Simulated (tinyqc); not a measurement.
Three bands against the two-band Dirac model at K: three-band tight binding of a dichalcogenide monolayer.

Basis dz2, dxy, dx2-y2 on a triangular lattice, nearest neighbours; alpha = kx a/2, beta = sqrt3 ky a/2. h0 = e1 + 2 t0 (cos 2alpha + 2 cos alpha cos beta); h1 = -2 sqrt3 t2 sin alpha sin beta + 2i t1 (sin 2alpha + sin alpha cos beta); h2 = 2 t2 (cos 2alpha - cos alpha cos beta) + 2i sqrt3 t1 cos alpha sin beta; h11 = e2 + 2 t11 cos 2alpha + (t11 + 3 t22) cos alpha cos beta; h22 = e2 + 2 t22 cos 2alpha + (3 t11 + t22) cos alpha cos beta; h12 = sqrt3 (t22 - t11) sin alpha sin beta + 4i t12 sin alpha (cos alpha - cos beta) + i lam sz. H = [[h0, h1, h2], [., h11, h12], [., ., h22]], Hermitian; the lowest band of each spin is filled. K = (4 pi/3a, 0), M = (pi/a, pi/(sqrt3 a)).

Constants: hbar^2/2m0 = 3.80998211 eV angstrom^2.

Values chosen for the exercise (near a published set for monolayer MoS2; not measured data):
- a = 3.196 angstrom (lattice constant)
- e1 = 1.041 eV (level of dz2)
- e2 = 2.091 eV (level of dxy and dx2-y2)
- t0 = -0.183 eV (hopping)
- t1 = 0.4 eV (hopping)
- t2 = 0.51 eV (hopping)
- t11 = 0.222 eV (hopping)
- t12 = 0.332 eV (hopping)
- t22 = 0.056 eV (hopping)
- lam = 0.072 eV (spin-orbit constant)

Masses from central differences along kx with step 0.002 1/angstrom, c = hbar^2/2m0; Berry curvature of the valence band from a counter-clockwise plaquette of side 0.001 1/angstrom, Omega = -arg(product of overlaps)/area. Two-band model: coupling A = (3 a/(2 sqrt2))(t1 + sqrt3 t2) between valence and conduction states, mass c G/A^2 for both, Omega_v = 2 A^2/G^2. sz = 0 drops the spin-orbit term.

At K:

| sz | G (eV) | m_c (m0) | m_v (m0) | two-band mass | Omega_v (angstrom^2) | two-band Omega |
|---|---|---|---|---|---|---|
| 1 | 1.5691 | 0.418 | 0.566 | 0.316 | 15.286 | 15.373 |
| 0 | 1.6411 | 0.441 | 0.615 | 0.330 | 13.974 | 14.054 |
| -1 | 1.7131 | 0.464 | 0.667 | 0.345 | 12.824 | 12.898 |

A = 4.3504 eV angstrom

Without spin-orbit coupling the electron mass is 0.441 and the hole mass 0.615, against 0.330 for both in the two-band model: the third band and the curvature of the diagonal terms break the symmetry. The Berry curvature is -0.6 % from the two-band value. The smaller gap (sz = +1) has the larger curvature, by a factor 1.19.

Computed by tinyqc, a small Python program: `OMP_NUM_THREADS=1 python tinyqc.py 1452047 1452048 out.jsonl` (the numbers bound the seed that draws the inputs); one thread of a shared host (Intel(R) Xeon(R) Processor @ 2.30GHz), about 0.02 s for the whole set of steps.
